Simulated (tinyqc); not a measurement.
From barrier V_B back to trap density Q_t: grain-boundary trapping model (Seto) of a polycrystalline semiconductor film. Computed by tinyqc, a small Python program. Command: `OMP_NUM_THREADS=1 python tinyqc.py 3031509 3031510 out.jsonl poly inv`. One thread of a shared host (Intel(R) Xeon(R) Processor @ 2.30GHz), about 0.01 s of CPU time with the checks.

Grains of equal size L are joined by thin boundaries with one trap level. Trapped carriers deplete a width W on each side and raise a barrier, crossed by thermionic emission. Dopants are fully ionised, statistics are non-degenerate and mu_g does not depend on T.

Inputs (values chosen for the exercise, modelled on polycrystalline silicon): permittivity eps = 11.7; effective density of states at 300 K, N_c = 2e+19 1/cm^3; grain size L = 91 nm; trap level E_t below the band edge = 0.21 eV; doping N = 2e+18 1/cm^3; temperature T = 400 K.

Grain interior: resistance included.

Constants: k_B = 8.617333262e-05 eV/K; e = 1.602176634e-19 C; eps_0 = 8.8541878128e-12 F/m.

Method. N_c(T) = N_c (T/300 K)^(3/2). Filled traps Q = Q_t/(1 + (1/2) exp((E_t* - E_F)/k_B T)), where E_t* = e V_B - E_t and E_F are counted from the band edge at the grain centre. Partial depletion: Q = 2 N W, V_B = e N W^2/(2 eps eps_0), E_F = k_B T ln(N/N_c); solve for W. If that W would exceed L/2 the grain is fully depleted: W = L/2, Q = N L, and E_F follows from the trap equation. Centre density n_0 = N_c exp(E_F/k_B T).

Task: A run gave the result below. Find the trap density Q_t, known to lie between 1.4e+12 and 3.4e+12 1/cm^2.

barrier V_B = 0.0582413 V

Result:

Each step takes the trial c = (a f_b - b f_a)/(f_b - f_a), f being the result less the target and a, b, c the logarithms of the listed values; c replaces end b, the old b replaces a if the sign of f changed, and otherwise f_a is halved.

Scan of the range:
```
trap density Q_t (1/cm^2)  barrier V_B (V)
1.40e+12                         0.0178849
1.62e+12                         0.0236995
1.88e+12                         0.0313902
2.18e+12                         0.0410926
2.53e+12                         0.0529606
2.93e+12                         0.0662735
3.40e+12                         0.0803715
```

False position (Illinois rule, in the logarithm of the input) inside the bracket:
```
step        end a        end b        trial  barrier V_B (V)
1     2.53000e+12  2.93000e+12  2.68168e+12        0.0580961
2     2.93000e+12  2.68168e+12  2.68590e+12        0.0582379
3     2.93000e+12  2.68590e+12  2.68610e+12        0.0582445
4     2.68590e+12  2.68610e+12  2.68600e+12        0.0582413
```

Barrier V_B rises at every point of a 13-point scan of the range (every second point is shown), so one value fits; it is bracketed by 2.53e12 and 2.93e12. Answer: trap density Q_t = 2.686e12 1/cm^2.

Caution: e V_B is below 2 k_B T, where the depletion approximation fails and the mean density does not balance the trapped charge.
